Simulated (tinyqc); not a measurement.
Inside a calculation. Model: Stillinger-Weber potential for a tetrahedral semiconductor. Computed by tinyqc, a small Python program that keeps every step. Command: `OMP_NUM_THREADS=1 python tinyqc.py 3001001 3001002 out.jsonl swsi walk`. One thread of a shared host (Intel(R) Xeon(R) Processor @ 2.30GHz), about 0.03 s of CPU time with the checks. Intermediate numbers are printed to about 6 digits and carried at full precision; extremes and crossings named in words are read from the listed rows.

With x = r/sigma: pair term eps A (B x^-4 - 1) exp(1/(x - a)); for each pair of neighbours j, k of atom i, three-body term eps lambda exp(gamma/(x_ij - a) + gamma/(x_ik - a)) (cos theta_jik + 1/3)^2; both vanish beyond x = a. A = 7.049556277, B = 0.6022245584, a = 1.8.

Inputs (values chosen for the exercise, modelled on silicon):
```
quantity                    value      unit
energy scale eps            2.092        eV
length scale sigma            2.1  angstrom
three-body strength lambda   18.5         -
gamma                         1.3         -
bond 1 of the trimer         2.37  angstrom
bond 2 of the trimer         2.45  angstrom
angle of the trimer theta     154   degrees
```

displacement of one atom (angstrom): -0.17  0.1  -0.06

Constants: 1 eV/angstrom^3 = 160.2176634 GPa.

## A trimer

Atom 1 binds atoms 2 and 3 at the angle theta; the third side follows from the cosine rule. Sum the three pair terms and the three-body terms centred on each atom.

distance 2-3 = 4.69650 angstrom

pair terms (eV): 1-2 -2.09119, 1-3 -2.05238, 2-3 0.00000

three-body term at atom 1 = 0.229205 eV

three-body terms at atoms 2 and 3 = 0 eV

energy of the trimer = -3.91436 eV

The cut-off is 3.780 angstrom, so atoms 2 and 3 do not interact directly.

## The diamond lattice

All angles are tetrahedral, so only the pair term acts; its minimum lies at x = 2^(1/6) with depth eps, and second neighbours lie beyond the cut-off. a0 = 4 d/sqrt3; E = -2 eps per atom.

bond length d = 2.35717 angstrom

lattice constant a0 = 5.44365 angstrom

energy per atom = -4.184 eV

## Elastic constants and internal strain

Second derivatives of the energy per atom, volume a0^3/8: e_xx gives C11, e_xx = -e_yy gives 2 (C11 - C12), e_xy = e_yx = h/2 gives the unrelaxed C44(0). Under that shear the second sublattice shifts by u_z; minimising over u_z gives C44 = C44(0) - E_hu^2/(E_uu V) and Kleinman's zeta = |E_hu/E_uu|/(a0/4). The optical force constant is k = 4 E_uu, with M omega^2 = k at the zone centre.

C11 = 128.586 GPa

C12 = 81.4630 GPa

unrelaxed C44(0) = 102.406 GPa

C44 = 38.7670 GPa

internal strain zeta = 0.734028

optical force constant k = 32.1049 eV/angstrom^2

Internal relaxation lowers C44 by 62 %. zeta = 1 would keep all bond lengths equal under shear and 0 would move atoms with the lattice; the value here is 0.73. Caution: the original fit to silicon is too soft in shear (C44) and too stiff for the optical mode.

## One atom displaced in the eight-atom cell

Cubic cell of side a0 with periodic images; atoms 1 to 4 at (0,0,0), (0,1/2,1/2), (1/2,0,1/2), (1/2,1/2,0), atoms 5 to 8 shifted by (1/4,1/4,1/4). Atom 5 is moved by u. Forces are minus the gradient of the total energy.

bond lengths from atom 5 to atoms 1 to 4 (angstrom): 2.29018  2.24213  2.54891  2.37191

rise of the pair energy = 0.253449 eV

three-body energy = 0.0533090 eV

forces (eV/angstrom):
```
               x         y         z
atom 5   2.50296  -1.31554   0.49765
atom 1  -0.55440  -0.33150  -0.42587
atom 2  -0.85087   0.78038   0.70556
atom 3  -0.93490   0.85028  -0.79665
atom 4  -0.21618   0.03998   0.01470
```

Bond bending carries 17 % of the energy rise. The four neighbours take up a total force of 2.929 against 2.871 eV/angstrom on atom 5; the difference acts on atoms 6 to 8.

## Diamond against structures with more neighbours

Each structure is relaxed in its neighbour distance d (lowest minimum for d between sigma and 1.7 sigma), with all neighbours inside the cut-off, second shells too where they fall inside.

Energies per atom (eV):
```
structure     first neighbours  d (angstrom)      pair  three-body     total  volume (angstrom^3)
diamond                      4       2.35717  -4.18400     0.00000  -4.18400              20.1642
simple cubic                 6       2.54075  -5.84355     1.25969  -4.58386              16.4017
bcc                          8       2.71123  -8.00708     2.64482  -5.36226              15.3419
fcc                         12       2.82988  -7.93227     2.63669  -5.29559              16.0247
```

The order is bcc < fcc < simple cubic < diamond, the lowest two 0.067 eV apart. Against diamond the pair energy changes by -1.66 (simple cubic), -3.82 (bcc), -3.75 (fcc) eV, while angles away from 109.47 degrees cost 1.26, 2.64, 2.64 eV; the bonds stretch to 2.83 angstrom in fcc to weaken that penalty. With lambda = 18.5 and gamma = 1.3 (21 and 1.2 in the original fit to silicon) the three-body term, which a larger gamma damps, does not keep diamond lowest, unlike the element itself.

Checks made by the program: lattice sum at a0 (relative difference below 1e-10); B from the pair term alone, phi''(d)/(3 a0), against (C11 + 2 C12)/3 (relative difference 5e-07).
